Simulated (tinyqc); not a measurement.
Worked calculation: delta-doped layer in the Thomas-Fermi potential. Values are carried at full precision from step to step, so a last printed digit may differ when a step is redone from the rounded ones.

All donors ionised in the plane z = 0, zero temperature, energies from the Fermi level EF of the Thomas-Fermi model, which lies at the bulk band edge; c = hbar^2/2m0, q = e^2/(4 pi eps0). Layer in a (001) plane: two valleys with m_z = ml, m_d = mt (unprimed) and four with m_z = mt, m_d = sqrt(ml mt) (primed); m3 = (ml mt^2)^(1/3), gv = 6. With n = (gv/3 pi^2)(m3 (-V)/c)^(3/2) and V'' = -(4 pi q/eps) n for z > 0, the solution is V = -b/(|z| + z0)^4 with sqrt(b) = 20/K, K = (4 pi q/eps)(gv/3 pi^2)(m3/c)^(3/2), and z0^5 = 4b/(e F0), e F0 = 2 pi q N/eps; 1e13/cm^2 = 1e-3/angstrom^2. Exchange and correlation are left out.

Constants: hbar^2/2m0 = 3.80998211 eV angstrom^2; e^2/(4 pi eps0) = 14.39964547 eV angstrom.

Values chosen for the exercise (near those of a delta-doped layer in Si; the results hold for these values, not for the real material):
- ml = 0.935 m0 (longitudinal mass)
- mt = 0.193 m0 (transverse mass)
- eps = 11.4 (dielectric constant)
- N = 2.4 x 1e13/cm^2 (donor sheet density)

## The Thomas-Fermi well

Give K, b, e F0, z0 and the depth b/z0^4.

K = 0.080717 eV^(-1/2) angstrom^-2
b = 61394 eV angstrom^4
e F0 = 0.019048 eV/angstrom
z0 = 26.43 angstrom
depth = 0.1258 eV

Half of the electrons lie within |z| < (2^(1/5) - 1) z0 = 3.9 angstrom. The mean donor spacing in the plane is 20.4 angstrom, against a Bohr radius 0.529177 eps/m3 = 18.5 angstrom: the spacing is not small against it, so the smeared sheet is a crude model.

## Profile

V = -b/(|z| + z0)^4, n and the share of electrons beyond |z|, (z0/(|z| + z0))^5, at z = 0, 0.1, 0.25, 0.5, 1 and 2 times z0; n = (eps/(4 pi q)) 20 b/(|z| + z0)^6, q = e^2/(4 pi eps0), 1/angstrom^3 = 1e24/cm^3.

Profile:

| z (angstrom) | V (eV) | n (1e19/cm^3) | share beyond |
|---|---|---|---|
| 0.0 | -0.1258 | 22.7 | 1.000 |
| 2.6 | -0.0860 | 12.8 | 0.621 |
| 6.6 | -0.0515 | 5.95 | 0.328 |
| 13.2 | -0.0249 | 1.99 | 0.132 |
| 26.4 | -0.0079 | 0.355 | 0.031 |
| 52.9 | -0.0016 | 0.0311 | 0.004 |

## Subbands

Subbands solve -(c/m_z) psi'' + V psi = E psi on 1280 points of spacing z0/80; up to ten levels for each group, kept if bound with an rms width below 2.5 z0.

List the bound levels with their rms width.

Subbands:

| label | valleys g | m_d (m0) | E (eV) | rms z (angstrom) |
|---|---|---|---|---|
| 0 | 2 | 0.1930 | -0.0487 | 8.6 |
| 0' | 4 | 0.4248 | -0.0253 | 22.1 |
| 1 | 2 | 0.1930 | -0.0028 | 41.9 |

The lowest level lies 61 % of the way up the well, and 0' follows 23 meV higher.

## Filling the subbands

At zero temperature n_i = g m_d (mu - E_i)/(2 pi c) for E_i < mu, c = hbar^2/2m0; find mu from sum n_i = N (1e13/cm^2 = 1e-3/angstrom^2).

mu = -0.0022 eV

n_i in the order of the list (1e13/cm^2): 0.750  1.640  0.010

3 subbands filled in part, the lowest with 31 % of the electrons. The potential was built for a Fermi level at 0; filling its quantised levels puts mu 1.8 % of the depth below that, which shows how nearly the two pictures agree. The fullest is 0', with 68 %.

## Estimate from a V-shaped well

Near z = 0 the well is -depth + e F0 |z|, whose levels are a (c (e F0)^2/m_z)^(1/3) with a = 1.018793 (even) and 2.338107 (odd); c = hbar^2/2m0, m_z = ml, for the unprimed levels.

levels 0 and 1 (eV): -0.0098  0.1405

Level 0 comes out 39 meV too high, since screening flattens the true well away from the plane, and level 1 lands above the rim at 0.

## Checks

- Integral of the Thomas-Fermi density against N, 1e13/cm^2: both 2.400.
- Lowest level on a finer grid (z0/200), eV: both -0.049.

Program tinyqc; command `OMP_NUM_THREADS=1 python tinyqc.py 1252412 1252413 out.jsonl`; about 0.2 s on one thread of a shared Intel(R) Xeon(R) Processor @ 2.30GHz.
